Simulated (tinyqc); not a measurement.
A run and its error bars: classical Heisenberg spin chain: exact results, Metropolis, heat-bath and over-relaxation steps, and a Monte Carlo run. Computed by tinyqc, a small Python program. Command: `OMP_NUM_THREADS=1 python tinyqc.py 3130047 3130048 out.jsonl heismc walk`. One thread of a shared host (Intel(R) Xeon(R) Processor @ 2.30GHz), about 0.2 s of CPU time with the checks.

E = -J sum_i s_i . s_(i+1) for unit vectors s_i on an open chain; K = J/(k_B T).

Inputs (values chosen for the exercise, for a model chain of large moments):
```
quantity                    value  unit
coupling J                     11   meV
temperature T                22.6     K
moment mu                     3.3  mu_B
length N of the open chain     12     -
seed                        69411     -
```

Update: heat bath with over-relaxation.

Constants: k_B = 8.617333262e-05 eV/K; mu_B = 5.7883818060e-05 eV/T.

Method:
- Each bond angle is independent, so u = <s_i . s_(i+1)> = coth K - 1/K, <s_i . s_(i+n)> = u^n, correlation length xi = -1/ln|u|, energy per bond -J u, heat capacity per bond c/k_B = 1 - K^2/sinh^2 K, and for the long chain chi = mu^2 (1 + u)/(3 k_B T (1 - u)) per spin.
- For N spins, <|sum s|^2>/N = (1 + u)/(1 - u) - 2 u (1 - u^N)/(N (1 - u)^2); the long chain has (1 + u)/(1 - u), chi over the Curie value, and the difference is relative to it.
- From the ordered state (alternating for J < 0), with each spin drawn from exp(h . s), h = K x sum of neighbours, 200 sweeps are discarded and 1600 recorded (even and odd sites in turn, each heat-bath sweep followed by two sweeps of reflections; random numbers not printed, so these rows are one sample). Errors are the scatter of block means over sqrt(number of blocks).

K = 5.64822

u = 0.822978

<|sum s|^2>/N = 6.34348

Blocking:
```
block length  mean bond product      error  <|sum s|^2>/N     error
1                       0.82309  0.0012978         6.3323  0.055656
4                       0.82309  0.0014520         6.3323  0.058061
16                      0.82309  0.0015824         6.3323  0.057093
40                      0.82309  0.0017089         6.3323  0.057490
80                      0.82309  0.0014561         6.3323  0.053632
```

What does the comparison show, and why?

With blocks of 40 the bond product is 0.1 error bars from the exact u = 0.8230, and <|sum s|^2>/N is 0.2 from the exact 6.343. Blocking to 40 changes the two errors by factors 1.3 and 1.0.
